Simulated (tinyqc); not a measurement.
RHF in the sto-6g basis, for H4, spin multiplicity 1, step by step. Computed by tinyqc, a small Python program that keeps every step (integrals from PySCF). Settings: charge = 0, multiplicity = 1, basis = sto-6g, energy threshold = 1e-08, iteration cap = 55, orthogonalisation = symmetric, start = core, DIIS depth = 3, method = RHF. Command: `OMP_NUM_THREADS=1 python tinyqc.py 30544 30545 out.jsonl` (the two numbers bound the seeds that draw the settings). One thread of a shared host (Intel(R) Xeon(R) Processor @ 2.60GHz), about 0.05 s of CPU time with the checks.

Geometry (angstrom):
```
atom       x       y       z
H     0.0000  0.0000  0.0000
H     0.0000  0.0000  0.8120
H     0.0000  0.0000  1.6720
H     0.0000  0.0000  2.4850
```

Stop when the energy changes by less than 1e-08 hartree and every element of the error matrix X^T (F D S - S D F) X is below 3e-05.

Course of the cycle:
```
iteration  E (hartree)     change  largest element of the error matrix
1            -1.974951          -                             4.79e-01
2            -2.154879  -1.80e-01                             1.58e-02
3            -2.155116  -2.38e-04                             4.37e-03
4            -2.155135  -1.91e-05                             4.74e-06
5            -2.155135  -2.25e-11                             5.45e-08
```

Can the last value be used, and what does the course show?

Yes. Converged in 5 iterations. PySCF RHF in the same basis = -2.155135 hartree.
